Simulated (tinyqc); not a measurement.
Inside a calculation. Method: plane-wave Kohn-Sham cycle with exchange-only LDA in a layered model solid. One step of it, computed by the program tinyqc.

Problem. Iteration 2: levels at that k. Diagonalise the Hermitian matrix.

H (hartree):
```
,-2,-1,+0,+1,+2
-2,1.115761,-0.053920,-0.076578,-0.000031,0.000055
-1,-0.053920,0.142427,-0.053920,-0.076578,-0.000031
+0,-0.076578,-0.053920,-0.182017,-0.053920,-0.076578
+1,-0.000031,-0.076578,-0.053920,0.142427,-0.053920
+2,0.000055,-0.000031,-0.076578,-0.053920,1.115761
```

Give: eigenvalues.

Solution.

eigenvalues (hartree): -0.214  0.087  0.216  1.119  1.127
